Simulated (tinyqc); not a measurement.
Worked calculation: coherent potential approximation for a binary alloy with a semi-elliptic band. Values are carried at full precision from step to step, so a last printed digit may differ when a step is redone from the rounded ones.

Site levels eA = -x d (share 1 - x) and eB = (1 - x) d (share x), so that their mean, the virtual crystal, is 0. Pure band: G0(z) = 2 (z - sqrt(z - W) sqrt(z + W))/W^2 with principal roots, density -Im G/pi per site. The medium has a self-energy S(z), G = G0(z - S), z = E + i eta. t_i = (e_i - S)/(1 - (e_i - S) G); the CPA demands <t> = (1 - x) tA + x tB = 0. Iteration: start at S = 0, set S(new) = S + <t>/(1 + <t> G), stop when |<t>| < 1e-9 eV.

Constants: hbar = 6.58211957e-16 eV s.

Inputs chosen for the exercise:
- W = 3 eV (half width of the pure band)
- x = 0.46 (fraction of B)
- d = 1.19 eV (eB - eA)
- eta = 0.06 eV (broadening)
- E = 2.24 eV (energy)

## First step: the average t-matrix

With S = 0 form G, tA, tB, <t> and the new S.

eA, eB (eV): -0.5474  0.6426

G = 0.48283-0.43058i 1/eV

tA, tB (eV): -0.4184-0.0780i  0.8025-0.3219i

<t> = 0.1432-0.1902i eV
S after one step = 0.1709-0.1661i eV

## The self-consistent medium

Iterate.

Iterations:
```
i            S (eV)          G (1/eV)  |<t>| (eV)
0           0.00000  0.48283-0.43058i       0.238
1  0.17088-0.16610i  0.41243-0.43740i      0.0238
2  0.16649-0.14286i  0.41802-0.44070i     0.00200
3  0.16573-0.14472i  0.41778-0.44021i    0.000172
4  0.16587-0.14462i  0.41777-0.44025i    1.47e-05
5  0.16585-0.14462i  0.41777-0.44025i    1.26e-06
6  0.16586-0.14462i  0.41777-0.44025i    1.08e-07
7  0.16586-0.14462i  0.41777-0.44025i    9.26e-09
8  0.16586-0.14462i  0.41777-0.44025i    7.93e-10
```

S = 0.16586-0.14462i eV
G = 0.41777-0.44025i 1/eV

Converged at i = 8. The first step gave 0.1709-0.1661i eV.

## Densities on A and B, and the lifetime

G_i = G/(1 - (e_i - S) G); densities -Im G_i/pi; their weighted sum must be -Im G/pi. Lifetime hbar/(2 |Im S|), which has a meaning only while |Im S| is small against W. Weak-scattering value of S: x (1 - x) d^2 G.

densities (1/eV): on A 0.0740, on B 0.2177, weighted sum 0.1401, medium 0.1401

lifetime = 2.28 fs
weak-scattering S = 0.1470-0.1549i eV

A B site carries the larger density here, by a factor 2.94; the weak-scattering value is 10 % from S.

## Checks

- Weighted sum of the partial densities against the density of the medium: both 0.14014.

Program tinyqc; command `OMP_NUM_THREADS=1 python tinyqc.py 1482467 1482468 out.jsonl`; about 0.01 s on one thread of a shared Intel(R) Xeon(R) Processor @ 2.30GHz.
